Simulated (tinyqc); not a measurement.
Thickness from the minima: X-ray reflectivity of a thin film on silicon: critical angles, Parratt recursion, fringes and roughness. Computed by tinyqc, a small Python program. Command: `OMP_NUM_THREADS=1 python tinyqc.py 3120045 3120046 out.jsonl xrr walk`. One thread of a shared host (Intel(R) Xeon(R) Processor @ 2.30GHz), about 0.01 s of CPU time with the checks.

n = 1 - delta + i beta; the classical electron radius is r_e = 2.8179403e-6 nm. Layer 0 is vacuum, 1 the film, 2 the substrate.

Inputs (values chosen for the exercise, modelled on TaN on silicon, copper K-alpha radiation):
```
quantity                                        value     unit
wavelength lambda                             0.15406       nm
film density rho                                 15.3   g/cm^3
effective electrons per unit mass, film         0.414    mol/g
beta/delta, film                                0.084        -
film thickness d                                 28.2       nm
roughness of the surface sigma_1                 0.55       nm
roughness of the interface sigma_2                0.4       nm
substrate density                                2.33   g/cm^3
effective electrons per unit mass, substrate    0.507    mol/g
beta/delta, substrate                           0.023        -
grazing angle theta                              1.71  degrees
```

Constants: N_A = 6.02214076e+23 1/mol.

Method:
- delta = r_e lambda^2 rho_e/(2 pi), rho_e = density x electrons per mass x N_A; critical angle sqrt(2 delta), q_c = 4 sqrt(pi r_e rho_e).
- k_j = (2 pi/lambda) sqrt(sin^2 theta - 2 delta_j + 2 i beta_j); r_ij = (k_i - k_j)/(k_i + k_j) x exp(-2 k_i k_j sigma^2) (Nevot-Croce); r = (r_01 + r_12 p)/(1 + r_01 r_12 p), p = exp(2 i k_1 d); R = |r|^2.
- Far above the critical angle the period is d theta = lambda/(2 d), or 2 pi/d in q; the envelope runs between (|r_01| - |r_12 p|)^2 and (|r_01| + |r_12 p|)^2; contrast = 2 a b/(a^2 + b^2) with a = |r_01|, b = |r_12 p|; roughness factors on the amplitudes are about exp(-q^2 sigma^2/2).
- Minima of R theta^4 are located on 6001 points over 7.5 periods, from 1.15 times the larger critical angle. With refraction, sin^2(theta_m) = 2 delta + m^2 (lambda/(2 d))^2, m integer or half-integer; the first six minima are used, and the first order is the one that minimises the largest residual of the least-squares line plus the distance of its intercept from 2 delta. Without refraction, d = lambda/(2 x mean step of sin theta).

Constants:
```
layer      rho_e (1/nm^3)        delta         beta  critical angle (degrees)  q_c (1/nm)
film              3814.54  4.06045e-05  3.41078e-06                  0.516327    0.735059
substrate          711.40  7.57263e-06  1.74170e-07                  0.222977    0.317437
```

period in theta = 0.156507 degrees

Minima:
```
order m  theta (degrees)  sin^2 theta
2                 0.6055   1.1168e-04
3                 0.6988   1.4876e-04
4                 0.8121   2.0089e-04
5                 0.9381   2.6804e-04
6                 1.0721   3.5009e-04
7                 1.2116   4.4709e-04
```

d with refraction = 28.211 nm

d without refraction = 36.415 nm

What does the comparison show, and why?

Against d = 28.2 nm the errors are +0.04 % with and +29.13 % without refraction. The orders are integers, as r_01 and r_12 have opposite signs for a film denser than the substrate.

Extremes, crossings and ranges named in words are read from the listed rows.
